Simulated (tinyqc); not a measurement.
Worked calculation: plane-wave Kohn-Sham cycle with exchange-only LDA in a layered model solid. One step of it, computed by the program tinyqc.

Problem. Iteration 2: potential. V_H(G) = 4 pi rho(G)/G^2 for G != 0 (uniform background); v_x = -(3 rho/pi)^(1/3); V = V_ext + V_H + v_x; Fourier components f(G_m) = (1/N) sum_j f(x_j) exp(-i G_m x_j).

A solid whose potential varies along x alone (atomic units):
```
parameter                      value
period a                   14.600000
cross-section of the cell  28.000000
electrons per cell                 4
grid points                       16
plane waves -n..n, n               3
k points                           2
V1 in V1 cos(2 pi x/a)     -0.490000
V2 in V2 cos(4 pi x/a)     -0.200000
```

density after iteration 1 (e/bohr^3): 0.01031880  0.01178543  0.01204762  0.00927754  0.00791680  0.00854983  0.00922711  0.00952614  0.00957602  0.00952614  0.00922711  0.00854983  0.00791680  0.00927754  0.01204762  0.01178543

Give: Potentials on the grid; V(G_m), m = 0, 1, 2, ....

Solution.

Potentials on the grid (hartree):
```
x        V_ext     V_H     v_x       V
0.000   -0.690   0.092  -0.214  -0.813
0.912   -0.594   0.087  -0.224  -0.731
1.825   -0.346   0.063  -0.226  -0.509
2.737   -0.046   0.018  -0.207  -0.235
3.650    0.200  -0.022  -0.196  -0.019
4.562    0.329  -0.046  -0.201   0.082
5.475    0.346  -0.056  -0.207   0.084
6.388    0.311  -0.060  -0.209   0.043
7.300    0.290  -0.061  -0.209   0.020
8.213    0.311  -0.060  -0.209   0.043
9.125    0.346  -0.056  -0.207   0.084
10.037   0.329  -0.046  -0.201   0.082
10.950   0.200  -0.022  -0.196  -0.019
11.863  -0.046   0.018  -0.207  -0.235
12.775  -0.346   0.063  -0.226  -0.509
13.688  -0.594   0.087  -0.224  -0.731
```

V(G_m), m = 0, 1, 2, ... (hartree): -0.210  -0.209  -0.095  0.000  0.001  0.001  0.000
